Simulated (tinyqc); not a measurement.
Frequency dispersion of an accumulation capacitance by border traps, distributed model: one step of the calculation.

Traps spread evenly through the insulator exchange electrons with the semiconductor by tunnelling, with tau(x) = t0 exp(2 ka x) at depth x from the interface. The admittance per area Y seen at depth x obeys dY/dx = -Y^2/(i w eps0 eox) + q Nb ln(1 + i w tau)/tau, with Y(0) = i w Cs and w = 2 pi f; the gate sees Y(tox) = G + i w C. Working variable y = Y/(i w), in uF/cm^2. Cox = eps0 eox/tox.

Question. Midpoint steps through the active depth. In terms of y: dy/dx = -y^2/(eps0 eox) + s(x), s = q Nb ln(1 + z)/z, z = i w tau. 8 midpoint steps of h = xe/8: y_half = y + (h/2) y'(x, y), y(new) = y + h y'(x + h/2, y_half).

Inputs (values chosen for the exercise); permittivity close to that of aluminium oxide:

| symbol | value | unit | meaning |
|---|---|---|---|
| eox | 8.67 |  | relative permittivity of the insulator |
| Cs | 7.8 | uF/cm^2 | semiconductor capacitance in accumulation |
| Nb | 8.9e18 | cm^-3 eV^-1 | density of border traps |
| ka | 3.7 | 1/nm | decay constant of the wave function in the insulator |
| t0 | 2e-11 | s | time constant of a trap at the interface |
| f | 1e6 | Hz | frequency |
| xe | 1.9 | nm | depth down to which the steps are taken |

Constants: q = 1.602176634e-19 C, eps0 = 8.8541878128e-14 F/cm where lengths are in cm. Results are converted to the units shown.

Wanted: x; s; y.

Answer.

| point | x (nm) | s (uF/(cm^2 nm)) | y (uF/cm^2) |
|---|---|---|---|
| 0 | 0 | 0.14259-0.00001i | 7.8000+0.0000i |
| 1 | 0.23750 | 0.14259-0.00005i | 6.3712+0.0000i |
| 2 | 0.47500 | 0.14259-0.00030i | 5.3785+0.0000i |
| 3 | 0.71250 | 0.14257-0.00175i | 4.6550-0.0002i |
| 4 | 0.95000 | 0.14165-0.01002i | 4.1069-0.0011i |
| 5 | 1.1875 | 0.11930-0.04482i | 3.6779-0.0060i |
| 6 | 1.4250 | 0.04075-0.04733i | 3.3215-0.0174i |
| 7 | 1.6625 | 0.00791-0.01711i | 3.0178-0.0204i |
| 8 | 1.9000 | 0.00139-0.00451i | 2.7624-0.0189i |

tinyqc, about 0.4 s, one thread, Intel Xeon 2.30GHz (shared host): `OMP_NUM_THREADS=1 python tinyqc.py 2202213 2202214 out.jsonl`
